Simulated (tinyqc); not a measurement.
# Trap and transport parameters from the curve

Problem. A layer shows an ohmic current q n0 mu V/L, then a square law (9/8) th eps0 eps_r mu V^2/L^3 above Vx = 8 q n0 L^2/(9 th eps0 eps_r), and trap filling at V_TFL = q Nt L^2/(2 eps0 eps_r). th = y/(1 + y), y = (Nc/Nt) exp(-Et/kB T). The square-law current at V is given. Find th, n0, Nt and Et.

Parameters, values chosen for the exercise: temperature T = 350 K; relative permittivity eps_r = 15.2; mobility mu = 0.0052 cm^2/(V s); thickness L = 650 nm; band density of states Nc = 9.8e19 cm^-3; voltage V = 4 V.

Constants: q = 1.602176634e-19 C, kB = 1.380649e-23 J/K, Vt = kB T/q, eps0 = 8.8541878128e-14 F/cm where lengths are in cm. Results are converted to the units shown.

Mott-Gurney J = 8.4125038e-4 A/cm^2
Vx = 0.87760198 V
V_TFL = 45.267582 V

Solution. The square law gives th, Vx gives n0, V_TFL gives Nt, and th with Nt gives Et.

th = 0.001834
n0 = 3.600e12 cm^-3
Nt = 1.800e17 cm^-3
Et = 0.3800 eV

Computed by the program tinyqc: `OMP_NUM_THREADS=1 python tinyqc.py 2370132 2370133 out.jsonl`, one thread of a shared Intel Xeon 2.30GHz, about 0.01 s for the whole run.
